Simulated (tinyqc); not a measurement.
# Resistance of a source-drain extension with a graded tip: effect of the gate overdrive

y runs along the channel, the gate covers y > 0. The doping is N0 for y < y0 and N0 10^(-(y - y0)/la) beyond, uniform over the depth xj. Sheet conductance s(y) = q mu(N) max(N - Nch, 0) xj + (for y > 0) ma Cox Vo, with mu(N) = u0 + (u1 - u0)/(1 + (N/Nr)^au) and Cox = eps0 eox/tox. Current is taken as one-dimensional; depletion of the tip, spreading and the contact are left out. The metallurgical junction lies at yj, where N = Nch.

R_spacer = integral of dy/s from -Ls to 0, R_ov from 0 to yj, R_channel = (Lg - 2 yj)/(ma Cox Vo), R_total = 2 R_spacer + 2 R_ov + R_channel. Electrical length L_eff = ma Cox dR_total/d(1/Vo); R_series = R_total - L_eff/(ma Cox Vo).

Parameters, values chosen for the exercise; mobility law close to that of holes in silicon: relative permittivity of the gate insulator (close to hafnium oxide) eox = 21.9; insulator thickness tox = 8.1 nm; active doping of the extension far from the gate N0 = 2.1e20 cm^-3; lateral abruptness la = 4.6 nm/decade; position under the gate where the fall begins (gate edge at 0) y0 = -0.4 nm; depth of the extension xj = 29 nm; channel doping Nch = 1.6e18 cm^-3; spacer length Ls = 12 nm; mobility of the gate-induced layer ma = 76 cm^2/(V s); mobility at low doping u1 = 470.5 cm^2/(V s); mobility at high doping u0 = 44.9 cm^2/(V s); reference doping Nr = 2.23e17 cm^-3; exponent au = 0.719; gate length Lg = 45 nm.

Constants: q = 1.602176634e-19 C, eps0 = 8.8541878128e-14 F/cm where lengths are in cm. Results are converted to the units shown.

The same in every row: yj (nm) = 9.343; R_spacer (ohm um) = 2.592.

Result of one run:

| R_ov (ohm um) | R_channel (ohm um) | R_total (ohm um) | L_eff (nm) | R_series (ohm um) |
|---|---|---|---|---|
| 24.63 | 241.0 | 295.5 | 29.06 | 29.32 |

Which gate overdrive Vo gave this result: 0.45, 0.6, 0.75 or 1.05 V?

Vo = 0.6 V.

The whole series:

| Vo (V) | R_ov (ohm um) | R_channel (ohm um) | R_total (ohm um) | L_eff (nm) | R_series (ohm um) |
|---|---|---|---|---|---|
| 0.15 | 45.36 | 964.2 | 1060 | 27.24 | 61.85 |
| 0.3 | 34.22 | 482.1 | 555.7 | 27.95 | 43.56 |
| 0.45 | 28.40 | 321.4 | 383.4 | 28.55 | 34.72 |
| 0.6 | 24.63 | 241.0 | 295.5 | 29.06 | 29.32 |
| 0.75 | 21.92 | 192.8 | 241.9 | 29.51 | 25.63 |
| 0.9 | 19.86 | 160.7 | 205.6 | 29.91 | 22.92 |
| 1.05 | 18.21 | 137.7 | 179.3 | 30.28 | 20.84 |
| 1.2 | 16.86 | 120.5 | 159.4 | 30.62 | 19.19 |

As Vo goes from 0.15 to 1.2, R_total falls from 1060 to 159 ohm um, L_eff rises from 27.2 to 30.6 nm and R_series falls from 61.8 to 19.2 ohm um. Both extracted quantities depend on the overdrive at which they are taken.

Program tinyqc, `OMP_NUM_THREADS=1 python tinyqc.py 2282087 2282088 out.jsonl`; Intel Xeon 2.30GHz, shared host, one thread, about 0.05 s.
